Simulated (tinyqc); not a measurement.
Non-parabolicity of the conduction band: eight-band Kane k.p model.

Eight-band Kane model, basis S, X, Y, Z times spin, zero of energy at the top of the unstrained valence band, c = hbar^2/2m0. Within each spin: H_SS = Eg + A c k^2, H_SX = i P kx (likewise Y, Z), H_XX = -Dso/3 + L kx^2 + M (ky^2 + kz^2), H_XY = N kx ky, and cyclic. Spin-orbit term (Dso/3) L.sigma on X, Y, Z with (L_k)_ij = -i epsilon_kij: <X+|H|Y+> = -i Dso/3, <X+|H|Z-> = Dso/3, <Y+|H|Z-> = -i Dso/3, <Z+|H|X-> = -Dso/3, <Z+|H|Y-> = i Dso/3, <X-|H|Y-> = i Dso/3, and their conjugates; + and - are the spin along z. Terms from inversion asymmetry are left out, so every level is twofold.

P = sqrt(Ep c); A = 1/me - Ep (Eg + 2 Dso/3)/(Eg (Eg + Dso)) keeps the electron mass; g1' = g1 - Ep/(3 Eg), g2' = g2 - Ep/(6 Eg), g3' = g3 - Ep/(6 Eg) remove the coupling to S that the Luttinger values already hold; L = -c (g1' + 4 g2'), M = -c (g1' - 2 g2'), N = -6 c g3'.

Constants: hbar^2/2m0 = 3.80998211 eV angstrom^2.

Values chosen for the exercise (near those of InAs; the results hold for these values, not for the real material):
- Eg = 0.415 eV (gap at Gamma to the s-like level)
- Dso = 0.387 eV (spin-orbit splitting)
- Ep = 21.3 eV (Kane energy)
- me = 0.026 m0 (electron mass at Gamma)
- g1 = 19.95 (Luttinger gamma1)
- g2 = 8.51 (gamma2)
- g3 = 9.2 (gamma3)
- kmax = 0.1 1/angstrom (end of the path)

Unstrained, along [110], six points up to kmax. Parabolic: E = c k^2/me. Two-band form: E (1 + alpha E) = c k^2/me with alpha = (1 - me)^2/Eg. The column alpha(k) solves that form for alpha with the eight-band energy. Energies from the conduction edge.

Energies:
```
|k| (1/angstrom)  parabolic (eV)  two-band (eV)  eight-band (eV)  alpha(k) (1/eV)  parabolic / eight-band
0.0167                    0.0407         0.0375           0.0369            2.767                   1.102
0.0333                    0.1628         0.1263           0.1207            2.894                   1.349
0.0500                    0.3663         0.2375           0.2191            3.070                   1.672
0.0667                    0.6513         0.3581           0.3183            3.286                   2.046
0.0833                    1.0176         0.4834           0.4132            3.540                   2.463
0.1000                    1.4654         0.6113           0.5013            3.836                   2.923
```

alpha = 2.286 1/eV

What does the comparison show, and why?

At the last point the parabola lies a factor 2.92 above the eight-band value, and the two-band form 110.0 meV above it. Even the first point is more than 5 % off the parabola. alpha(k) goes from 2.767 to 3.836 1/eV, a spread of 38.6 % over this range; the simple rule gives 2.286, 17 % below the first value, as it knows neither Dso nor the remote terms.

Program tinyqc; command `OMP_NUM_THREADS=1 python tinyqc.py 1080814 1080815 out.jsonl`; about 0.1 s on one thread of a shared Intel(R) Xeon(R) Processor @ 2.30GHz.
